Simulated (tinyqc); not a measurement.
Inside a calculation: free and nearly free electrons in a metal. Values are carried at full precision from step to step, so a last printed digit may differ when a step is redone from the rounded ones.

The cubic cell holds 2 atoms: n = 2 z/a^3, kF = (3 pi^2 n)^(1/3), EF = c kF^2/m, vF = 2 c kF/(m hbar), c = hbar^2/2m0; rs = (3/(4 pi n))^(1/3)/a0; D(EF) = 3 n/(2 EF).

Constants: hbar^2/2m0 = 3.80998211 eV angstrom^2; hbar = 6.58211957e-16 eV s; a0 (Bohr radius) = 0.5291772105 angstrom; kB = 8.617333262e-05 eV/K.

Parameters, chosen for this exercise (near those of Li; not measured data):

| symbol | value | unit | meaning |
|---|---|---|---|
| a | 3.509 | angstrom | bcc lattice constant |
| z | 1 |  | free electrons an atom |
| m | 1 | m0 | mass |
| rho | 9.66 | micro-ohm cm | bulk resistivity |
| T | 300 | K |  |
| V | 0.72 | eV | \|V_G\| for G = (110) |
| x | 0.75 |  | k along G as a share of \|G\|/2 |

## The Fermi sphere

Evaluate the free-electron quantities.

n = 0.04629 1/angstrom^3
kF = 1.1108 1/angstrom
EF = 4.701 eV
vF = 1.286e+06 m/s
rs = 3.265
D(EF) per atom = 0.3191 1/eV

## Relaxation time and mean free path

Drude: 1/rho = n e^2 tau/(m m0) with e = 1.602176634e-19 C and m0 = 9.1093837e-31 kg; mean free path l = vF tau; rho l = hbar kF/(n e^2) = 12 pi^3 hbar/(e^2 S) with S = 4 pi kF^2 does not depend on tau or m.

Use SI units: n in 1/m^3 (1e30 per 1/angstrom^3), rho in ohm m (1e-8 per micro-ohm cm).

tau = 7.94 fs
l = 10.21 nm
rho l = 9.858 1e-16 ohm m^2

Wires lose conductivity to surfaces and grain boundaries, with an excess that scales as rho l over the width and is of the order of rho itself at a width of l = 10 nm.

## Thermal quantities

gamma = (pi^2/3) kB^2 D(EF) per atom, times 96485.33 x 1e3 for mJ/(mol K^2); mu(T) = EF (1 - (pi kB T/EF)^2/12); Wiedemann-Franz kappa = L0 T/rho with L0 = (pi^2/3) (kB/e)^2, kB/e in V/K.

gamma = 0.752 mJ/(mol K^2)
mu - EF = -0.1169 meV
kappa = 76 W/(m K)

## The sphere against the zone faces

Take G = (hkl) 2 pi/a for (110), (200) and (211), with the number of equivalent faces. The Bragg plane of G lies at |G|/2 with |G| = (2 pi/a) sqrt(h^2 + k^2 + l^2). Where kF exceeds it, the sphere cuts the plane in a circle of radius sqrt(kF^2 - G^2/4).

Distance and circle for each G:

| G | faces | \|G\|/2 (1/angstrom) | kF/(\|G\|/2) | circle radius |
|---|---|---|---|---|
| (110) | 12 | 1.2661 | 0.8773 | - |
| (200) | 6 | 1.7906 | 0.6204 | - |
| (211) | 24 | 2.1930 | 0.5065 | - |

The sphere stays inside the first zone; it reaches 0.877 of the way to the nearest faces.

## Two plane waves near the face

Two plane waves k and k - G, G = (110) (2 pi/a): H = [[c k^2/m, V], [V, c (k - G)^2/m]] with c = hbar^2/2m0.

Build H for k along G, diagonalise, and give the weight of the first wave in the lower state and its velocity along G relative to a free electron, (w k + (1 - w)(k - G))/k.

H (eV):
```
        1       2
1  3.4356  0.7200
2  0.7200  9.5435
```

levels (eV): 3.3519  9.6272

w = 0.9867
v/v_free = 0.9644

The splitting is 6.275 eV here and 2V = 1.44 eV on the face, where the normal velocity vanishes. There the lower band lies at 5.388 eV, above the free EF of 4.701 eV, so the Fermi surface does not reach the face.

## Checks

- Lower level against the closed form of the 2 x 2 problem (eV): both 3.3519.
- The product rho l against hbar kF/(n e^2) (1e-16 ohm m^2): both 9.858.

(tinyqc, `OMP_NUM_THREADS=1 python tinyqc.py 1681120 1681121 out.jsonl`, Intel(R) Xeon(R) Processor @ 2.30GHz, 1 thread, shared host, about 0.01 s.)
